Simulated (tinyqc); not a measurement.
What moves the results: band edges of strained Si(1-x)Ge(x) on relaxed Si(1-y)Ge(y). A value that a table varies takes the place of the one given here.

Values are linear in the Ge fraction but for ED(x) = linear - CD x (1 - x) and a(x) = linear - Ca x (1 - x). Energies are on the common scale of Ev.

Coherent growth on a (110) face: e_par = (a(y) - a(x))/a(x), e_perp = -(C11 + 3 C12 - 2 C44)/(C11 + C12 + 2 C44) e_par; exx = eyy = (e_par + e_perp)/2, ezz = e_par, exy = (e_perp - e_par)/2, eyz = ezx = 0.

A valley with unit axis u lies at Ev + gap + (av + a_valley) tr(e) + Xu (u.e.u - tr(e)/3); the Delta axes are x, y, z and the L axes [111], [1-1-1], [-11-1], [-1-11]. The second-order shift of the Delta valleys under shear is left out; it lowers the pair normal to the sheared plane by tens of meV at a shear of 1 %.

Valence edges: Ev plus the levels of the 6 x 6 matrix of X, Y, Z times spin with -Dso/3 + l exx + m (eyy + ezz) on the diagonal (cyclic), n exy off it, l = av + 2 b, m = av - b, n = sqrt(3) d. Spin-orbit term (Dso/3) L.sigma on X, Y, Z with (L_k)_ij = -i epsilon_kij: <X+|H|Y+> = -i Dso/3, <X+|H|Z-> = Dso/3, <Y+|H|Z-> = -i Dso/3, <Z+|H|X-> = -Dso/3, <Z+|H|Y-> = i Dso/3, <X-|H|Y-> = i Dso/3, and their conjugates; + and - are the spin along z.

Coherent growth: e_par = (a(y) - a(x))/a(x). (001): e_perp = -2 (C12/C11) e_par; exx = eyy = e_par, ezz = e_perp, no shear. (111): e_perp = -(2 C11 + 4 C12 - 4 C44)/(C11 + 2 C12 + 4 C44) e_par; exx = eyy = ezz = (2 e_par + e_perp)/3 and exy = eyz = ezx = (e_perp - e_par)/3. (110): e_perp = -(C11 + 3 C12 - 2 C44)/(C11 + C12 + 2 C44) e_par; exx = eyy = (e_par + e_perp)/2, ezz = e_par, exy = (e_perp - e_par)/2, eyz = ezx = 0.

Inputs chosen for the exercise (end members near Si and Ge, in this order; not measured data): a = (5.432, 5.656) angstrom (lattice constant); Dso = (0.044, 0.287) eV (spin-orbit splitting); av = (2.43, 1.23) eV (valence hydrostatic potential); b = (-2.1, -2.54) eV (tetragonal shear potential); d = (-4.81, -5.31) eV (trigonal shear potential); C11 = (168, 129.6) GPa; C12 = (64.3, 48.4) GPa; C44 = (80.5, 66.6) GPa; Ev = (0, 0.7) eV (top of the unstrained valence band); ED = (1.16, 0.946) eV (gap to the Delta valleys); EL = (1.989, 0.737) eV (gap to the L valleys); aD = (1.88, 1.32) eV (hydrostatic potential of the Delta gap); aL = (-3.24, -2.93) eV (hydrostatic potential of the L gap); XuD = (9.43, 9.21) eV (uniaxial potential, Delta); XuL = (15.63, 14.53) eV (uniaxial potential, L); CD = 0.212 eV (bowing of the Delta gap); Ca = 0.026 angstrom (bowing of the lattice constant); face = 110 (growth face); y = 0.8 (Ge fraction of the relaxed buffer); x = 1 (Ge fraction of the layer).

## Composition of the layer

The buffer is kept. dEc = Ec(buffer) - Ec(layer), dEv = Ev(layer) - Ev(buffer); buffer edges Ev(y) and Ev(y) + min(ED, EL). The digit behind Delta or L counts whole valleys.

Results:
```
x     e_par (%)  lowest valleys  gap (eV)  next valleys above (meV)  valence splitting (meV)  dEc (eV)  dEv (eV)
0.25       2.26          Delta4     0.918                       159                      243     0.195    -0.158
0.36       1.82          Delta4     0.920                       127                      191     0.170    -0.135
0.46       1.42          Delta4     0.925                        98                      144     0.142    -0.111
0.57       0.97          Delta4     0.933                        67                       94     0.103    -0.082
0.68       0.51          Delta4     0.943                        35                       46     0.058    -0.046
0.89      -0.39              L2     0.848                        55                       31     0.035     0.071
1.00      -0.87              L2     0.678                       122                       64     0.116     0.161
```

How do the results move?

The gap is 0.918 eV in the first row and 0.678 eV in the last, with its largest listed value, 0.943 eV, at x = 0.68. The lowest valleys change: Delta4 to L2 between x = 0.68 and 0.89. Per 0.1 of x the valence offset moves by +42 meV on average; the conduction offset lies between +35 and +195 meV, not monotonically. Both carriers sit on one side for x = 0.89 and 1.00, and on opposite sides elsewhere. Strains above 2 % can be kept only in layers of a few nanometres.

## Composition of the buffer

The layer is kept. dEc = Ec(buffer) - Ec(layer), dEv = Ev(layer) - Ev(buffer); buffer edges Ev(y) and Ev(y) + min(ED, EL). The digit behind Delta or L counts whole valleys.

Results:
```
y     e_par (%)  lowest valleys  gap (eV)  next valleys above (meV)  valence splitting (meV)  dEc (eV)  dEv (eV)
0.45      -2.29              L2     0.580                       118                      125    -0.009     0.440
0.53      -1.98              L2     0.602                       130                      115     0.015     0.377
0.61      -1.65              L2     0.624                       143                      103     0.042     0.313
0.69      -1.33              L2     0.646                       156                       89     0.072     0.249
0.76      -1.03              L2     0.666                       146                       74     0.099     0.193
0.84      -0.70              L2     0.690                        98                       53     0.119     0.129
0.92      -0.35              L2     0.713                        49                       28     0.060     0.064
```

How do the results move?

The gap is 0.580 eV in the first row and 0.713 eV in the last. The lowest valleys are L2 throughout. Per 0.1 of y the valence offset moves by -80 meV on average; the conduction offset lies between -9 and +119 meV, not monotonically. Both carriers sit on one side for y = 0.53, 0.61, 0.69, 0.76, 0.84 and 0.92, and on opposite sides elsewhere. Offsets below about 30 meV are within the spread of parameter sets, so those rows do not settle the type. Strains above 2 % can be kept only in layers of a few nanometres.

## The same layer on three faces

dEc = Ec(buffer) - Ec(layer), dEv = Ev(layer) - Ev(buffer); buffer edges Ev(y) and Ev(y) + min(ED, EL). The digit behind Delta or L counts whole valleys.

Results:
```
face   e_par (%)  lowest valleys  gap (eV)  next valleys above (meV)  valence splitting (meV)  dEc (eV)  dEv (eV)  Delta spread (meV)  L spread (meV)
(001)      -0.87              L4     0.730                       116                       65     0.059     0.165                 139               0
(111)      -0.87              L3     0.703                       154                       63     0.093     0.159                   0             154
(110)      -0.87              L2     0.678                       122                       64     0.116     0.161                  58             122
```

How do the results move?

On (001) only the Delta valleys split (139 meV), on (111) only the L valleys (154 meV), on (110) both (58 and 122 meV). The lowest valleys are L4 on (001), L3 on (111) and L2 on (110); the smallest gap is 0.678 eV on (110) and the largest 0.730 eV on (001).

## What each parameter does

dEc = Ec(buffer) - Ec(layer), dEv = Ev(layer) - Ev(buffer); buffer edges Ev(y) and Ev(y) + min(ED, EL). Each row changes one parameter from the base and keeps the others.

Results:
```
case                       gap (eV)  valence splitting (meV)  dEc (eV)  dEv (eV)
base                         0.6780                     63.9    0.1161    0.1607
x = 0.97                     0.7244                     55.3    0.0943    0.1361
y = 0.83                     0.6867                     55.8    0.1265    0.1367
CD = 0.262 eV                0.6780                     63.9    0.1081    0.1607
Ev = (0, 0.805) eV           0.6780                     63.9    0.0951    0.1817
aD = (2.162, 1.518) eV       0.6780                     63.9    0.1161    0.1607
Dso = (0.051, 0.33) eV       0.6780                     65.3    0.1161    0.1607
aL = (-3.726, -3.37) eV      0.6839                     63.9    0.1103    0.1607
XuD = (10.844, 10.592) eV    0.6780                     63.9    0.1161    0.1607
```

How do the results move?

The largest shifts from the base row, up to three for each result and ties (the steps differ in size, so this ranks the rows, not the parameters). gap (eV): x +0.0465, y +0.0087, aL +0.0059; unchanged at the printed digits by CD, Ev, aD, Dso and XuD. valence splitting (meV): x -8.6, y -8.0, Dso +1.4; unchanged at the printed digits by CD, Ev, aD, aL and XuD. dEc (eV): x -0.0218, Ev -0.0210, y +0.0103; unchanged at the printed digits by aD, Dso and XuD. dEv (eV): x -0.0246, y -0.0241, Ev +0.0210; unchanged at the printed digits by CD, aD, Dso, aL and XuD. The lowest valleys of the layer are L2, so among the conduction-band potentials only those of that family reach the gap and dEc; the buffer is unstrained. A shift large enough to swap the lowest family would change that.

Program tinyqc; command `OMP_NUM_THREADS=1 python tinyqc.py 1080397 1080398 out.jsonl`; about 0.01 s on one thread of a shared Intel(R) Xeon(R) Processor @ 2.30GHz.
